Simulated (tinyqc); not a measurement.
# Donor binding, ionisation and the Mott limit: ionisation against doping

Hydrogenic donor: Ry = (m0 q^3/(8 eps0^2 h^2)) me/eps_r^2 in eV, E0 = cc Ry, radius a = q/(8 pi eps0 eps_r E0), Mott density Nm = (0.26/a)^3. Below Nm the level sinks as Ed = E0 [1 - (N/Nm)^(1/3)]. Neutrality: Nc F12(eta) = N/(1 + 2 exp(eta + Ed/kB T)), F12(x) = (2/sqrt(pi)) int_0^infinity sqrt(u)/(1 + exp(u - x)) du.

The neutrality equation is solved with F12 in each row.

Values chosen for this exercise; band and dielectric values close to those of 4H silicon carbide: temperature T = 200 K; relative permittivity eps_r = 9.88; mass in the hydrogenic formula, set independently of Nc me = 0.366 m0; conduction-band density of states at 200 K Nc = 9.25e18 cm^-3; ratio of the true binding energy to the hydrogenic one cc = 1.8.

Constants: q = 1.602176634e-19 C, kB = 1.380649e-23 J/K, eps0 = 8.8541878128e-12 F/m, h = 6.62607015e-34 J s, m0 = 9.1093837015e-31 kg, Vt = kB T/q. Results are converted to the units shown.

Ionisation against doping:
```
N (cm^-3)	N/Nm	Ed (meV)	ionised (%)	ionised with Ed = E0 (%)
1.9e16	5.403e-4	84.35	71.75	64.63
4.6e16	0.001308	81.78	59.48	49.58
1.1e17	0.003128	78.40	48.03	36.09
2.8e17	0.007963	73.49	37.91	24.56
6.8e17	0.01934	67.18	30.78	16.56
1.7e18	0.04834	58.37	25.89	10.81
4.1e18	0.1166	46.97	23.37	7.093
1e19	0.2844	31.44	22.95	4.588
2.4e19	0.6825	10.98	24.75	2.972
```

Read the table: what changes, and by how much?

The ionised share goes from 71.8 through a minimum of 23.0 (at N = 1e19 cm^-3 among the rows listed) to 24.7 %, against 64.6 to 2.97 % for a fixed level: a higher density raises EF against the level, which fills more donors, while the sinking Ed works the other way.

Range of the model: A sharp level with degeneracy 2 overstates freeze-out near Nm, where the impurity band broadens and merges with the conduction band.

Numbers from tinyqc (`OMP_NUM_THREADS=1 python tinyqc.py 2330076 2330077 out.jsonl`; about 0.01 s on one thread of a shared Intel Xeon 2.30GHz).
